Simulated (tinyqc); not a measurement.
# A square-lattice strip 2 sites wide in a magnetic flux, recursive Green functions: effect of the flux

The device has N = 5 slices of 2 site(s), nearest-neighbour hopping -t, and site energies U; the leads are semi-infinite continuations with site energy 0 and no flux. The hopping from slice i to i + 1 inside the device carries the phase exp(2 pi i f j) on row j = 1, 2, ...: V = <i+1|H|i> = -t diag(exp(2 pi i f j)).

Transverse modes n = 1..2: chi_n(j) = sqrt(2/3) sin(pi n j/3), energy e_n = -2 t cos(pi n/3). Sigma = t^2 sum_n chi_n chi_n^T g(E - e_n), g(x) = (x - i sqrt(4 t^2 - x^2))/(2 t^2) for |x| < 2 t and (x - sign(x) sqrt(x^2 - 4 t^2))/(2 t^2) otherwise; Gamma = i (Sigma - Sigma^dagger); both leads give the same. Forward pass: g_1 = (E - H_1 - Sigma)^(-1), g_i = (E - H_i - V g_(i-1) V^dagger)^(-1), with Sigma also subtracted on the last slice; G_(i,1) = g_i V G_(i-1,1), starting from g_1. H_i is the block of slice i: its site energies on the diagonal and -t between neighbouring rows. T(E) = Tr[Gamma G_(N,1) Gamma G_(N,1)^dagger].

Inputs (values chosen for the exercise): hopping (matrix element -t) t = 1 eV; site energies, slice by slice (2 a slice) U = [1.17, 0.25, 1.25, -0.09, 0.88, 0.04, -0.01, 0.72, -0.89, 0.58] eV; energy E = 2.49 eV.

Result of one run:
```
f (h/q)	T(E)
0.3	0.8292
```

What becomes of these results when the magnetic flux through each plaquette inside the device f is changed from 0.3 to -0.4 h/q, all else the same?

Result of the changed run:
```
f (h/q)	T(E)
-0.4	0.3402
```

The whole series:
```
f (h/q)	T(E)
-0.5	0.2005
-0.4	0.3402
-0.3	0.8292
-0.2	0.9668
-0.1	0.8805
0	0.8494
0.1	0.8805
0.2	0.9668
0.3	0.8292
0.4	0.3402
0.5	0.2005
```

T(E) is the same at f and -f, as it must be for two terminals, and repeats with period 1 in f. It is 0.849 without flux, 0.201 at half a quantum, and lies between 0.201 and 0.967 in these rows.

Computed by the program tinyqc: `OMP_NUM_THREADS=1 python tinyqc.py 2660038 2660039 out.jsonl`, one thread of a shared Intel Xeon 2.30GHz, about 0.01 s for the whole run.
